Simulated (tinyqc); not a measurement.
Short-channel transistor, virtual-source model with series resistance: course of the iteration: current through the series resistance.

The current per gate width is the charge at the top of the source barrier (the virtual source) times its velocity times a saturation function; al and be are fitting constants of the model. Units: I in uA/um, Rs in ohm um, so I Rs = 1e-6 I Rs in volts; Q in uC/cm^2, so I = 1e-4 Q vx0 Fsat with vx0 in cm/s.

Intrinsic voltages Vg' = Vgs - I Rs, Vd' = Vds - 2 I Rs. n = n0 + nd Vd', VT = VT0 - dl Vd', Ff = 1/(1 + exp((Vg' - VT + al Vt/2)/(al Vt))), Q = Cinv n Vt ln(1 + exp((Vg' - VT + al Vt Ff)/(n Vt))), Vdsat = (vx0 L/mu)(1 - Ff) + Vt Ff, Fsat = u/(1 + u^be)^(1/be) with u = Vd'/Vdsat, and I(out) = Q vx0 Fsat per width. (Fsat takes the sign of u.) Newton step: I(new) = I + (I(out) - I)/(1 - s), s = dI(out)/dI by a central difference with +/- 0.001 uA/um.

Stop when I changes by less than 1e-7 uA/um, or after 80 iterations.

Values chosen for this exercise:
```
symbol,value,unit,meaning
T,300,K,temperature
Cinv,3.74,uF/cm^2,inversion capacitance
vx0,1.72e7,cm/s,velocity at the virtual source
mu,1000,cm^2/(V s),apparent mobility
L,45,nm,channel length
VT0,0.321,V,threshold at zero drain voltage
dl,0.083,V/V,drain-induced barrier lowering
n0,1.48,,subthreshold factor
nd,0,1/V,growth of n with drain voltage
al,3.5,,threshold shift (in units of Vt) from weak to strong inversion
be,1.4,,sharpness of saturation
Rs,150,ohm um,series resistance of each contact
Vgs,0.37,V,gate voltage
Vds,0.5,V,drain voltage
```

Constants: q = 1.602176634e-19 C, kB = 1.380649e-23 J/K, Vt = kB T/q. Results are converted to the units shown.

I at the start = 0 uA/um

Course of the iteration:
```
iteration  I (uA/um)  |change| (uA/um)
1            358.427               358
2            376.752              18.3
3            376.815            0.0631
4            376.815           7.55e-7
5            376.815           < 1e-10
```

Did this iteration meet its convergence test, and what does its course show?

Yes. Converged in 5 iterations. At the end the number of correct digits about doubles with each step.

Numbers from tinyqc (`OMP_NUM_THREADS=1 python tinyqc.py 2380139 2380140 out.jsonl`; about 0.01 s on one thread of a shared Intel Xeon 2.30GHz).
